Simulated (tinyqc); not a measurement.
Ellipsometry and reflectance of a transparent film on an absorbing substrate: two steps of the calculation.

Air (index 1), film, substrate with N2 = n2 - i k2; time factor exp(+i w t). q_j = sqrt(N_j^2 - sin^2 th), root with positive real part. Fresnel coefficients r_s = (q_a - q_b)/(q_a + q_b), r_p = (N_b^2 q_a - N_a^2 q_b)/(N_b^2 q_a + N_a^2 q_b). tan(Psi) exp(i Delta) = R_p/R_s, Delta taken from 0 to 360 degrees.

Parameters, values chosen for the exercise; indices close to those of hafnium oxide on silicon:
- lam = 800 nm (wavelength)
- th = 70 degrees (angle of incidence)
- n1 = 2.063 (index of the transparent film)
- d = 88 nm (film thickness)
- n2 = 3.692 (index of the substrate)
- k2 = 0.0065 (extinction coefficient of the substrate)

Task 1. Interface coefficients and thickness period. q0, q1, q2 and the coefficients r01 and r12 for p and s; the results repeat in d with the period lam/(2 q1).

Give: q0; q1; q2; r01,p; r01,s; r12,p; r12,s; period.

Result 1.

q0 = 0.34202
q1 = 1.8366
q2 = 3.5704-0.0067i
r01,p = -0.11571
r01,s = -0.68602
r12,p = 0.24456-0.00077i
r12,s = -0.32067+0.00084i
period = 217.80 nm

Task 2. Psi, Delta and reflectances. beta = 2 pi d q1/lam, X = exp(-2 i beta), R = (r01 + r12 X)/(1 + r01 r12 X) for p and s.

q1 = 1.8365584
r01,p = -0.11570772
r01,s = -0.68601532
r12,p = 0.24455583-0.00077031i
r12,s = -0.32067117+0.00084447i

Find: beta; X; R_p; R_s; Psi; Delta; |R_p|^2; |R_s|^2.

Result 2.

beta = 1.2693 rad
X = -0.82369-0.56705i
R_p = -0.31236-0.13001i
R_s = -0.53611+0.13992i
Psi = 31.410 degrees
Delta = 37.226 degrees
|R_p|^2 = 0.11447
|R_s|^2 = 0.30699

The bare substrate gives Psi = 9.129 and Delta = 179.67 degrees.

Numbers from tinyqc (`OMP_NUM_THREADS=1 python tinyqc.py 2870231 2870232 out.jsonl`; about 0.3 s on one thread of a shared Intel Xeon 2.30GHz).
